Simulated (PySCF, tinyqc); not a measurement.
RHF in the sto-3g basis, for BeH2, spin multiplicity 1, step by step. The lowest restricted solution is unstable here: a spin-polarised one lies 0.0006 hartree lower (PySCF). One step of it, computed by the program tinyqc.

Problem. Iteration 1: building the Fock matrix. J_ij = sum D_kl (ij|kl), K_ij = sum D_kl (ik|jl); F = H + J - 0.5 K; E = tr D H + tr D J / 2 - 0.25 tr D K + E_nn.

D at the start, lower triangle:
```
,1Be 1s,1Be 2s,1Be 2px,1Be 2py,1Be 2pz,2H 1s,3H 1s
1Be 1s,2.153730
1Be 2s,-0.524586,2.048838
1Be 2px,0.000000,0.000000,0.000000
1Be 2py,0.000000,0.000000,0.000000,0.002438
1Be 2pz,0.000641,-0.001621,0.000000,0.000000,0.000004
2H 1s,-0.032950,0.128186,0.000000,0.033769,0.001100,0.944227
3H 1s,-0.032950,0.128186,0.000000,-0.033769,0.001100,0.008599,0.944227
```

core Hamiltonian H = T + V (hartree), lower triangle:
```
,1Be 1s,1Be 2s,1Be 2px,1Be 2py,1Be 2pz,2H 1s,3H 1s
1Be 1s,-8.426130
1Be 2s,-2.077331,-2.654240
1Be 2px,0.000000,0.000000,-2.144271
1Be 2py,0.000000,0.000000,0.000000,-2.268800
1Be 2pz,-0.000657,-0.006682,0.000000,0.000000,-2.144437
2H 1s,-0.166395,-0.626064,0.000000,-0.756196,-0.027909,-1.723725
3H 1s,-0.166395,-0.626064,0.000000,0.756196,-0.027909,-0.011315,-1.723725
```

Two-electron integrals (ij|kl) in chemists' order, unique and non-zero (hartree):
```
i,j,k,l,(ij|kl)
1,1,1,1,2.298831
2,1,1,1,0.392036
2,1,2,1,0.079539
2,2,1,1,0.570988
2,2,2,1,0.143041
2,2,2,2,0.417683
3,1,3,1,0.014607
3,2,3,1,0.021888
3,2,3,2,0.092265
3,3,1,1,0.569578
3,3,2,1,0.143083
3,3,2,2,0.417589
3,3,3,3,0.449859
4,1,4,1,0.014607
4,2,4,1,0.021888
4,2,4,2,0.092265
4,3,4,3,0.024249
4,4,1,1,0.569578
4,4,2,1,0.143083
4,4,2,2,0.417589
4,4,3,3,0.401360
4,4,4,4,0.449859
5,1,5,1,0.014607
5,2,5,1,0.021888
5,2,5,2,0.092265
5,3,5,3,0.024249
5,4,5,4,0.024249
5,5,1,1,0.569578
5,5,2,1,0.143083
5,5,2,2,0.417589
5,5,3,3,0.401360
5,5,4,4,0.401360
5,5,5,5,0.449859
6,1,1,1,0.030462
6,1,2,1,0.006180
6,1,2,2,0.011228
6,1,3,3,0.011156
6,1,4,1,0.000566
6,1,4,2,0.001067
6,1,4,4,0.011376
6,1,5,1,0.000021
6,1,5,2,0.000039
6,1,5,4,0.000008
6,1,5,5,0.011156
6,1,6,1,0.000505
6,2,1,1,0.104572
6,2,2,1,0.026744
6,2,2,2,0.089478
6,2,3,3,0.085772
6,2,4,1,0.003405
6,2,4,2,0.023823
6,2,4,4,0.096784
6,2,5,1,0.000124
6,2,5,2,0.000869
6,2,5,4,0.000402
6,2,5,5,0.085787
6,2,6,1,0.002305
6,2,6,2,0.033715
6,3,3,1,0.001997
6,3,3,2,0.010311
6,3,4,3,0.003745
6,3,5,3,0.000137
6,3,6,3,0.002418
6,4,1,1,0.125133
6,4,2,1,0.032292
6,4,2,2,0.112450
6,4,3,3,0.106036
6,4,4,1,0.005331
6,4,4,2,0.036385
6,4,4,4,0.125136
6,4,5,1,0.000122
6,4,5,2,0.000951
6,4,5,4,0.000560
6,4,5,5,0.106052
6,4,6,1,0.002860
6,4,6,2,0.047204
6,4,6,4,0.067145
6,5,1,1,0.004564
6,5,2,1,0.001178
6,5,2,2,0.004101
6,5,3,3,0.003867
6,5,4,1,0.000122
6,5,4,2,0.000951
6,5,4,4,0.004290
6,5,5,1,0.002002
6,5,5,2,0.010346
6,5,5,4,0.003761
6,5,5,5,0.004141
6,5,6,1,0.000104
6,5,6,2,0.001722
6,5,6,4,0.002361
6,5,6,5,0.002504
6,6,1,1,0.279275
6,6,2,1,0.072437
6,6,2,2,0.271836
6,6,3,3,0.254354
6,6,4,1,0.008902
6,6,4,2,0.084851
6,6,4,4,0.306321
6,6,5,1,0.000325
6,6,5,2,0.003094
6,6,5,4,0.001895
6,6,5,5,0.254423
6,6,6,1,0.006268
6,6,6,2,0.140471
6,6,6,4,0.205496
6,6,6,5,0.007494
6,6,6,6,0.774606
7,1,1,1,0.030462
7,1,2,1,0.006180
7,1,2,2,0.011228
7,1,3,3,0.011156
7,1,4,1,-0.000566
7,1,4,2,-0.001067
7,1,4,4,0.011376
7,1,5,1,0.000021
7,1,5,2,0.000039
7,1,5,4,-0.000008
7,1,5,5,0.011156
7,1,6,1,0.000458
7,1,6,2,0.001941
7,1,6,4,0.002293
7,1,6,5,0.000090
7,1,6,6,0.005278
7,1,7,1,0.000505
7,2,1,1,0.104572
7,2,2,1,0.026744
7,2,2,2,0.089478
7,2,3,3,0.085772
7,2,4,1,-0.003405
7,2,4,2,-0.023823
7,2,4,4,0.096784
7,2,5,1,0.000124
7,2,5,2,0.000869
7,2,5,4,-0.000402
7,2,5,5,0.085787
7,2,6,1,0.001941
7,2,6,2,0.014674
7,2,6,4,0.017593
7,2,6,5,0.000750
7,2,6,6,0.044456
7,2,7,1,0.002305
7,2,7,2,0.033715
7,3,3,1,0.001997
7,3,3,2,0.010311
7,3,4,3,-0.003745
7,3,5,3,0.000137
7,3,6,3,0.000706
7,3,7,3,0.002418
7,4,1,1,-0.125133
7,4,2,1,-0.032292
7,4,2,2,-0.112450
7,4,3,3,-0.106036
7,4,4,1,0.005331
7,4,4,2,0.036385
7,4,4,4,-0.125136
7,4,5,1,-0.000122
7,4,5,2,-0.000951
7,4,5,4,0.000560
7,4,5,5,-0.106052
7,4,6,1,-0.002293
7,4,6,2,-0.017593
7,4,6,4,-0.020955
7,4,6,5,-0.000889
7,4,6,6,-0.053861
7,4,7,1,-0.002860
7,4,7,2,-0.047204
7,4,7,4,0.067145
7,5,1,1,0.004564
7,5,2,1,0.001178
7,5,2,2,0.004101
7,5,3,3,0.003867
7,5,4,1,-0.000122
7,5,4,2,-0.000951
7,5,4,4,0.004290
7,5,5,1,0.002002
7,5,5,2,0.010346
7,5,5,4,-0.003761
7,5,5,5,0.004141
7,5,6,1,0.000090
7,5,6,2,0.000750
7,5,6,4,0.000889
7,5,6,5,0.000744
7,5,6,6,0.002294
7,5,7,1,0.000104
7,5,7,2,0.001722
7,5,7,4,-0.002361
7,5,7,5,0.002504
7,6,1,1,0.001878
7,6,2,1,0.000464
7,6,2,2,0.001315
7,6,3,3,0.001305
7,6,4,4,0.001334
7,6,5,1,0.000005
7,6,5,2,0.000027
7,6,5,5,0.001306
7,6,6,1,0.000036
7,6,6,2,0.000285
7,6,6,4,0.000361
7,6,6,5,0.000016
7,6,6,6,0.000874
7,6,7,1,0.000036
7,6,7,2,0.000285
7,6,7,4,-0.000361
7,6,7,5,0.000016
7,6,7,6,4.17e-06
7,7,1,1,0.279275
7,7,2,1,0.072437
7,7,2,2,0.271836
7,7,3,3,0.254354
7,7,4,1,-0.008902
7,7,4,2,-0.084851
7,7,4,4,0.306321
7,7,5,1,0.000325
7,7,5,2,0.003094
7,7,5,4,-0.001895
7,7,5,5,0.254423
7,7,6,1,0.005278
7,7,6,2,0.044456
7,7,6,4,0.053861
7,7,6,5,0.002294
7,7,6,6,0.139846
7,7,7,1,0.006268
7,7,7,2,0.140471
7,7,7,4,-0.205496
7,7,7,5,0.007494
7,7,7,6,0.000874
7,7,7,7,0.774606
```

nuclear repulsion = 2.37589527 hartree

Give: Coulomb J; exchange K; Fock matrix F; total energy of this density.

Solution.

Coulomb J (hartree), lower triangle:
```
,1Be 1s,1Be 2s,1Be 2px,1Be 2py,1Be 2pz,2H 1s,3H 1s
1Be 1s,6.3050
1Be 2s,1.2084,2.5094
1Be 2px,0.0000,0.0000,2.4704
1Be 2py,0.0000,0.0000,0.0000,2.5768
1Be 2pz,0.0006,0.0062,0.0000,0.0000,2.4705
2H 1s,0.0944,0.5718,0.0000,0.7334,0.0271,2.0108
3H 1s,0.0944,0.5718,0.0000,-0.7334,0.0271,0.0081,2.0108
```

exchange K (hartree), lower triangle:
```
,1Be 1s,1Be 2s,1Be 2px,1Be 2py,1Be 2pz,2H 1s,3H 1s
1Be 1s,4.7029
1Be 2s,0.8033,0.9867
1Be 2px,0.0000,0.0000,0.2077
1Be 2py,0.0000,0.0000,0.0000,0.3599
1Be 2pz,0.0004,0.0040,0.0000,0.0000,0.2079
2H 1s,0.0692,0.3526,0.0000,0.2689,0.0098,0.8489
3H 1s,0.0692,0.3526,0.0000,-0.2689,0.0098,0.0393,0.8489
```

Fock matrix F (hartree), lower triangle:
```
,1Be 1s,1Be 2s,1Be 2px,1Be 2py,1Be 2pz,2H 1s,3H 1s
1Be 1s,-4.4726
1Be 2s,-1.2706,-0.6382
1Be 2px,0.0000,0.0000,0.2222
1Be 2py,0.0000,0.0000,0.0000,0.1281
1Be 2pz,-0.0002,-0.0025,0.0000,0.0000,0.2221
2H 1s,-0.1066,-0.2305,0.0000,-0.1572,-0.0057,-0.1373
3H 1s,-0.1066,-0.2305,0.0000,0.1572,-0.0057,-0.0229,-0.1373
```

total energy of this density = -15.154383 hartree

This density is the starting one; it is not idempotent, so its energy is not variational and may lie below the converged one.
